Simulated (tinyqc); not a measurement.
Peak gain against injection: optical gain and spontaneous emission in a bulk direct-gap semiconductor.

Parabolic bands, vertical transitions, no excitons. For each hole band j: mr = me mj/(me + mj); joint density of states J_j(E) = (mr/c)^(3/2) sqrt(E - Eg)/(2 pi^2), both spins, c = hbar^2/2m0; averaged matrix element |e.p|^2 = m0 Ep/6; alpha_j(E) = 4 pi^2 alpha_f c Ep J_j/(3 nr E) in 1/angstrom (alpha_f the fine-structure constant, listed as alpha among the constants), times 1e8 for 1/cm.

F_j(eta) = (1/Gamma(j + 1)) integral_0^infinity x^j dx/(1 + exp(x - eta)), which tends to exp(eta) for eta << 0.

Quasi-Fermi levels: n = Nc F_1/2(Fc/kT) and p = Nv F_1/2(Fv/kT), Fc counted up from the conduction edge and Fv down from the valence edge; Nc, Nv from N = 2 (m kB T/(4 pi c))^(3/2) with c = hbar^2/2m0, in 1/angstrom^3; times 1e24 for 1/cm^3, with me and (mhh^(3/2) + mlh^(3/2))^(2/3).

For band j the electron sits at Ee = (E - Eg) mr/me above its edge and the hole at Eh = (E - Eg) mr/mj; fe = 1/(1 + exp((Ee - Fc)/kT)), fh = 1/(1 + exp((Eh - Fv)/kT)); gain g = sum_j alpha_j (fe + fh - 1).

Spontaneous rate: R = integral of (nr E/(hbar c))^2/(pi^2 hbar) sum_j alpha_j fe fh dE, with alpha in 1/cm and (nr E/(hbar c))^2 in 1/cm^2 (1e16 per 1/angstrom^2); B = R/(n p); lifetime n/R.

Constants: hbar^2/2m0 = 3.80998211 eV angstrom^2; fine-structure constant alpha = 0.007297352564; kB = 8.617333262e-05 eV/K; hbar = 6.58211957e-16 eV s; hbar c = 1973.269805 eV angstrom.

Inputs chosen for the exercise (near those of GaN; not measured data):

| symbol | value | unit | meaning |
|---|---|---|---|
| Eg | 3.392 | eV | direct gap |
| me | 0.2051 | m0 | electron mass |
| mhh | 1.453 | m0 | heavy-hole mass |
| mlh | 0.2893 | m0 | light-hole mass |
| Ep | 17.1 | eV | Kane energy |
| nr | 2.62 |  | refractive index |
| T | 300 | K |  |

The peak is the largest g over E; a dash marks no gain.

Gain:

| n (1/cm^3) | Fc (eV) | Fv (eV) | peak gain (1/cm) | peak E - Eg (eV) | B (cm^3/s) |
|---|---|---|---|---|---|
| 3.2e+18 | 0.0205 | -0.0693 | - | - | 5.24e-11 |
| 5.2e+18 | 0.0405 | -0.0564 | - | - | 4.90e-11 |
| 9.0e+18 | 0.0685 | -0.0415 | 386 | 0.0098 | 4.39e-11 |
| 1.2e+19 | 0.0865 | -0.0335 | 1008 | 0.0205 | 4.06e-11 |
| 1.5e+19 | 0.1025 | -0.0271 | 1632 | 0.0304 | 3.78e-11 |
| 1.9e+19 | 0.1219 | -0.0203 | 2416 | 0.0424 | 3.47e-11 |
| 2.6e+19 | 0.1523 | -0.0108 | 3636 | 0.0605 | 3.05e-11 |

Give the missing row, n (1/cm^3) = 7.4e+18.

Computed row:
```
n (1/cm^3)  Fc (eV)  Fv (eV)  peak gain (1/cm)  peak E - Eg (eV)  B (cm^3/s)
7.4e+18      0.0577  -0.0468               101            0.0038    4.59e-11
```

transparency density (Fc + Fv = 0) = 6.44e+18 1/cm^3

Gain starts at 6.44e+18 1/cm^3, where Fc = -Fv = 0.0506 eV: with Nv/Nc = 21 the electrons must be degenerate before the holes are. The slope of peak gain against n is 1.78e-16 cm^2 between the first two rows with gain and 1.74e-16 between the last two; the peak moves from 0.0038 to 0.0605 eV above the gap as the bands fill, and B falls by a factor 1.72. Line broadening and gap shrinkage are left out.

Run: tinyqc, `OMP_NUM_THREADS=1 python tinyqc.py 1650260 1650261 out.jsonl`; Intel(R) Xeon(R) Processor @ 2.30GHz, one thread, shared host; about 0.1 s of CPU time with all checks.
